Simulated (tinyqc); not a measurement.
Changing the pump speed S: gas flow in a process chamber: flow regimes, conductance, effective pumping speed, pump-down, outgassing and purge. Computed by tinyqc, a small Python program. Command: `OMP_NUM_THREADS=1 python tinyqc.py 3120590 3120591 out.jsonl pump sweep`. One thread of a shared host (Intel(R) Xeon(R) Processor @ 2.30GHz), about 0.01 s of CPU time with the checks.

Ideal gas, isothermal flow, a pump of constant speed at the end of a round pipe; process gas, volume gas and outgassing are given the same properties. 1 sccm = 101325 Pa x 1e-6 m^3/60 s x T/273.15 K.

Inputs (values chosen for the exercise, modelled on water vapour near room temperature): molar mass M = 18.02 g/mol; molecular diameter = 0.46 nm; viscosity eta = 9.9 micropascal s; temperature T = 293 K; chamber volume V = 9.6 L; wall area = 1.6 m^2; pipe diameter d = 10 cm; pipe length l = 130 cm; process gas flow = 60 sccm; outgassing rate after 1 h = 6.7e-06 Pa m^3/(s m^2); outgassing exponent n = 0.95; target base pressure = 0.0005 Pa.

Constants: k_B = 1.380649e-23 J/K; u = 1.6605390666e-27 kg.

Method:
- Mean speed c = sqrt(8 k_B T/(pi m)); aperture conductance C_a = c pi d^2/16; molecular pipe C_m = C_a/(1 + 3 l/(4 d)) (Dushman form); viscous pipe C_v = pi d^4 p_mean/(128 eta l); Knudsen interpolation C = C_v + C_m (1 + x)/(1 + 1.24 x), x = d p_mean sqrt(m/(k_B T))/eta.
- Effective speed 1/S_eff = 1/S + 1/C_m; time constant V/S_eff; pressure at which the free path k_B T/(sqrt2 pi d_m^2 p) equals d.
- Steady flow: the pump inlet is at p_2 = Q/S, and the chamber pressure p_1 solves Q = C((p_1 + p_2)/2) (p_1 - p_2). Residence time = p_1 V/Q.
- Knudsen number = free path at the mean pressure over d.
- From the outgassing limit: t = 1 h x (q_1 A/(S_eff p_target))^(1/n) - 10 s; monolayer time at the target = 1e19 m^-2 x 4 k_B T/(p c) for unit sticking.

One run for each value:
```
pump speed S (L/s)  S_eff in molecular flow (L/s)  chamber pressure p_1 (Pa)  time to the target (h)
5                                            4.78                     21.763                  4.8543
13                                          11.59                      8.425                  1.9073
36                                          26.95                      3.180                  0.7833
97                                          50.92                      1.448                  0.3996
690                                         92.76                      0.774                  0.2112
1900                                       101.45                      0.726                  0.1920
5000                                       104.92                      0.711                  0.1852
```

Give the missing row, pump speed S (L/s) = 260.

Computed row:
```
pump speed S (L/s)  S_eff in molecular flow (L/s)  chamber pressure p_1 (Pa)  time to the target (h)
260                                         75.89                      0.923                  0.2616
```

Interpolating between the two neighbouring rows (the first column on a logarithmic scale, the others too where they are positive) misses most in chamber pressure p_1 (Pa), by 14 %. Over the rows, S_eff in molecular flow (L/s) rises from 4.78 to 105 (exponent d ln y / d ln x 0.93 between the first rows and 0.035 between the last); chamber pressure p_1 (Pa) falls from 21.8 to 0.711 (exponent d ln y / d ln x -0.99 between the first rows and -0.022 between the last); time to the target (h) falls from 4.85 to 0.185 (exponent d ln y / d ln x -0.98 between the first rows and -0.037 between the last). At the high end the exponent of S_eff in molecular flow is 0.03, close to 0: the pipe limits.

Caution (rows 1900, 5000): S over the pipe area exceeds 0.3 of the mean molecular speed: the pipe end cannot pass this speed without choking, so p_2 = Q/S and the conductance formulas are only formal.
